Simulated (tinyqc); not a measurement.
The square root of alpha at three temperatures: phonon-assisted absorption at an indirect gap.

alpha(E) = sum_j A_j [N_j (E - Eg + w_j)^2 + (N_j + 1)(E - Eg - w_j)^2], each bracket counted only where its base is positive; N_j = 1/(exp(w_j/kB T) - 1). The first term absorbs a phonon and the second emits one; excitons and direct transitions are left out.

Constants: kB = 8.617333262e-05 eV/K.

Values chosen for the exercise (out of a larger set: loosely those of Si at room temperature; Eg is not tied to T; not measured data):
- Eg = 1.125 eV (indirect gap, held fixed unless listed)
- w = (59.5, 18.6) meV (two zone-edge phonons)
- A = (3400, 740) 1/(cm eV^2) (their strengths)

The gap is held fixed, so only the phonon occupations change.

sqrt(alpha) (1/cm^(1/2)):
```
E - Eg (eV)     4 K    77 K   600 K
-0.04         0.000   0.013   0.774
-0.02         0.000   0.026   1.567
0.00          0.000   0.134   2.482
0.02          0.038   0.275   3.535
0.04          0.582   0.727   4.751
0.07          1.526   1.685   6.843
0.10          3.237   3.388   9.405
0.15          6.374   6.544  14.166
0.20          9.564   9.765  19.142
0.30         15.977  16.247  29.300
0.45         25.616  25.995  44.699
0.60         35.262  35.751  60.161
```

Below the gap only phonon absorption acts: at E - Eg = -0.02 eV sqrt(alpha) is 0.000, 0.026 and 1.567 at 4, 77 and 600 K. A straight line through the last two rows meets the axis at E - Eg = +0.0517, +0.0503 and +0.0164 eV: the intercept is roughly a weighted mean of the thresholds, not the gap, and it moves from the emission side towards Eg as the occupations grow. At the last row alpha grows by a factor 2.91 from the lowest to the highest temperature at fixed gap.

(tinyqc, `OMP_NUM_THREADS=1 python tinyqc.py 1681937 1681938 out.jsonl`, Intel(R) Xeon(R) Processor @ 2.30GHz, 1 thread, shared host, about 0.01 s.)
